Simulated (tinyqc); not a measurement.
# Resonant-tunnelling diode, transfer matrices and Tsu-Esaki current, step by step

tinyqc, about 0.2 s, one thread, Intel Xeon 2.30GHz (shared host): `OMP_NUM_THREADS=1 python tinyqc.py 2600003 2600004 out.jsonl` Printed values are rounded.

Emitter (band edge 0), barrier d1, well Lw, barrier d2, collector (edge -V). The bias drops linearly over these layers and none in the contacts; each layer is cut into ns equal slices, flat at the value of their centres. E is the energy of motion across the layers, C = hbar^2/(2 m0), psi and psi'/m are continuous. Transport is coherent, T(E) is taken as independent of the transverse momentum, and charge in the well is ignored.

Parameters, values chosen for the exercise; masses and offsets of a made-up heterostructure:
```
symbol,value,unit,meaning
T,300,K,temperature
mw,0.084,m0,"mass in the well, spacer and contacts"
U1,0.3,eV,barrier height
m1,0.11,m0,barrier mass
d1,1.5,nm,emitter barrier
Lw,5.1,nm,well width
d2,2.2,nm,collector barrier
ns,3,,slices in each layer
Ef,0.031,eV,Fermi energy of both contacts above their band edges
V,0.077,V,bias of the collector
E,0.03477,eV,trial energy
```

Constants: q = 1.602176634e-19 C, kB = 1.380649e-23 J/K, hbar = 1.054571817e-34 J s, m0 = 9.1093837015e-31 kg, Vt = kB T/q, hbar^2/(2 m0) = 0.0380998212 eV nm^2. Results are converted to the units shown.

## Slices under bias

U = edge of the layer - V x/Lt at the centre x of each slice, Lt the summed thickness.

| slice | U (eV) | m (m0) | width (nm) |
|---|---|---|---|
| 0 | 0.2978125 | 0.11 | 0.5 |
| 1 | 0.2934375 | 0.11 | 0.5 |
| 2 | 0.2890625 | 0.11 | 0.5 |
| 3 | -0.0205625 | 0.084 | 1.7 |
| 4 | -0.0354375 | 0.084 | 1.7 |
| 5 | -0.0503125 | 0.084 | 1.7 |
| 6 | 0.2390417 | 0.11 | 0.7333333 |
| 7 | 0.2326250 | 0.11 | 0.7333333 |
| 8 | 0.2262083 | 0.11 | 0.7333333 |

## Running product of the slice matrices at the trial energy

For the pair (psi, psi'/m) a flat layer has M = [[cos kd, (m/k) sin kd], [-(k/m) sin kd, cos kd]] with k = sqrt(m (E - U)/C) above its edge U, and M = [[cosh Kd, (m/K) sinh Kd], [(K/m) sinh Kd, cosh Kd]] with K = sqrt(m (U - E)/C) below it. Later slices stand to the left. With M acting on (psi, psi'/m) and v = k/m in each lead, T(E) = 4 vL vR/[(vL vR M12 - M21)^2 + (vR M11 + vL M22)^2]. vL = sqrt(mw E/C)/mw, vR = sqrt(mw (E + V)/C)/mw.

Product after each layer:

|  | M11 | M12 (nm) | M21 (1/nm) | M22 |
|---|---|---|---|---|
| barrier d1 | 1.971951 | 0.2152502 | 13.28492 | 1.957240 |
| well | 1.981375 | 0.3143142 | -15.87017 | -2.012856 |
| barrier d2 | -0.4085989 | 0.1219118 | -8.343958 | 0.04216008 |

T(E) = 0.6489241

## Transmission at three energies near the peak

three energies (eV): [0.028936, 0.031536, 0.034136]

The same product at each energy.

T(E) at these energies: [0.4899280, 0.9637519, 0.7574819]

## Breit-Wigner parameters from a parabola through 1/T(E)

Near a resonance 1/T(E) = (1/Tp) [1 + (2 (E - Er)/G)^2]. With y = 1/T(E) at E0 - h, E0, E0 + h: a = (y1 + y3 - 2 y2)/(2 h^2), b = (y3 - y1)/(2 h), Er = E0 - b/(2 a), 1/Tp = y2 - b^2/(4 a), G = 2 sqrt(1/(Tp a)), tau = hbar/G.

Er = 0.03226477 eV
Tp = 1.013077
G = 6.442686 meV
tau = 102.1642 fs

The true maximum of T(E) lies at 0.032153 eV with height 0.9966 and full width 6.818 meV; the fitted G is 5.5 % below that width.

## Current from the resonance alone

J = J0 times the integral over E > 0 of T(E) N(E), N = ln[(1 + exp((Ef - E)/Vt))/(1 + exp((Ef - V - E)/Vt))], J0 = q^2 mw m0 kB T/(2 pi^2 hbar^3) (times 1e-4 for A/cm^2 per eV). For a sharp resonance J = J0 (pi G/2) Tp N(Er), with Er the peak energy, Tp the peak transmission and G the full width at half maximum (in eV). The three values given are estimates from a parabola through three points of 1/T(E).

J0 = 3.514272e7 A/(cm^2 eV)
N(Er) = 0.6216807
J = 223.9918 kA/cm^2

The full integral over T(E) gives 220.3 kA/cm^2; the value above is 1.7 % above it. With the exact position, height and width of the peak (Er = 0.032153 eV, Tp = 0.9966, G = 6.818 meV) the formula is 6.2 % above it.
